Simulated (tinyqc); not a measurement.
Inside a calculation. Model: surface potential of a MOS transistor: implicit equation and explicit approximations.

Numbers from tinyqc (`OMP_NUM_THREADS=1 python tinyqc.py 2122191 2122192 out.jsonl`; about 0.01 s on one thread of a shared Intel Xeon 2.30GHz). Printed values are rounded.

p-type body, charge-sheet picture, depletion and inversion only, full ionisation (an idealisation for deep acceptors), Boltzmann statistics (rough once Na exp(x - xn) passes about Nc/7). In units of Vt: xg = (Vg - Vfb)/Vt, x = psi/Vt, G = gamma/sqrt(Vt), xn = (2 phiF + Vc)/Vt. The implicit equation is (xg - x)^2 = G^2 [x - 1 + exp(x - xn)] for x above about 3. Cox = eps0 eox/tox.

Inputs (values chosen for the exercise); band and dielectric values close to those of silicon:
```
symbol    value   unit                                                                 meaning
T           350      K                                                             temperature
Eg          1.1     eV                                                                band gap
eps_r      11.9                                                          relative permittivity
Nc      3.49e19  cm^-3                                  conduction-band density of states at T
Nv       3.3e19  cm^-3                                     valence-band density of states at T
eox        25.4         relative permittivity of the gate insulator (close to zirconium oxide)
tox          36     nm                                                     insulator thickness
Na       3.8e17  cm^-3                                                        acceptor density
Vfb       -0.63      V                                                       flat-band voltage
Vc          0.5      V                                                    channel-body voltage
Vg         2.18      V                                                       gate-body voltage
```

Constants: q = 1.602176634e-19 C, kB = 1.380649e-23 J/K, Vt = kB T/q, eps0 = 8.8541878128e-14 F/cm where lengths are in cm. Results are converted to the units shown.

Range of the model: The electron quasi-Fermi level lies less than 2 Vt below the band edge at the surface, or above it, where degeneracy and confinement, left out, matter.

## Scales

ni = sqrt(Nc Nv) exp(-Eg/(2 Vt)), Eg in volts; phiF = Vt ln(Na/ni); gamma = sqrt(2 q eps0 eps_r Na)/Cox; VT = Vfb + Vt (xn + G sqrt(xn - 1)).

phiF = 0.414516 V
gamma = 0.573363 V^0.5
G = 3.30149
xn = 44.0651
VT = 1.35248 V
xg = 93.1677

## Explicit approximation

Depletion value a = 1 + [sqrt(G^2/4 + xg - 1) - G/2]^2; inversion value b = xn + ln[(xg - xn)^2/G^2 - xn + 1] and first guess y = min(a, b) - ln(1 + exp(-|a - b|)) if a > xn + 1, else b = y = a; one second-order correction with D = exp(y - xn), p = 2 (xg - y) + G^2 (1 + D), w = (xg - y)^2 - G^2 (y - 1 + D): z = y + 2 w/(p + sqrt(p^2 - 2 (2 - G^2 D) w)), or the Newton step z = y + w/p where the root is not real.

a = 66.4569
b = 49.2476
y = 49.2476
p = 2040.41
w = -538.584
z = 48.9381

The root of the implicit equation is x = 48.9440; y misses it by 0.30 and z by -0.0058, in units of Vt.

## Starting value

x = y rounded to two decimals.

x at the start = 49.25

## Iteration 1: new x

D = exp(x - xn), f = (xg - x)^2 - G^2 (x - 1 + D), f' = -2 (xg - x) - G^2 (1 + D), x(new) = x - f/f'.

D = 178.562
f = -543.444
f' = -2045.03
x after iteration 1 = 48.9843

## Iteration 2: new x

As before.

D = 136.893
f = -62.9470
f' = -1591.37
x after iteration 2 = 48.9447

## Iteration 3: new x

As before.

D = 131.584
f = -1.15048
f' = -1533.58
x after iteration 3 = 48.9440

## Course of the iteration

Stop when the step is below 1e-11, or after 60 iterations.

Course of the iteration:
```
iteration  x before the step       step
1                      49.25     -0.266
2                    48.9843    -0.0396
3                    48.9447   -7.50e-4
4                    48.9440   -2.63e-7
5                    48.9440  -3.55e-14
```

Converged in 5 iterations.

## Potential, charges and gate control

converged x = 48.9440

psi = Vt x; N_dep = Cox Vt G sqrt(x - 1)/q; N_inv = (Cox Vt G/q) [sqrt(x - 1 + exp(x - xn)) - sqrt(x - 1)]; dpsi/dVg = 1/[1 + G^2 (1 + exp(x - xn))/(2 (xg - x))].

psi = 1.47618 V
N_dep = 2.68836e12 cm^-2
N_inv = 2.5124e12 cm^-2
dpsi/dVg = 0.0577142

psi lies 4.9 Vt above 2 phiF + Vc.
